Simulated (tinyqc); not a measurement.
## Length offset and series resistance from crossing lines

Problem. R_total = Rs + k (L - dL)/Vo with constant Rs, dL and k. Find k, dL and Rs.

R_total at (L, Vo) = (90, 0.45), (180, 0.45), (90, 0.83) and (180, 0.83), L in nm and Vo in V (ohm um): 659.51111  1219.5111  481.18072  784.79518

Solution. At each overdrive R is a straight line in L with slope k/Vo; the two lines cross at L = dL, R = Rs.

k = 2.80 ohm um V/nm
dL = 27.4 nm
Rs = 270 ohm um

Numbers from tinyqc (`OMP_NUM_THREADS=1 python tinyqc.py 2282027 2282028 out.jsonl`; about 0.04 s on one thread of a shared Intel Xeon 2.30GHz).
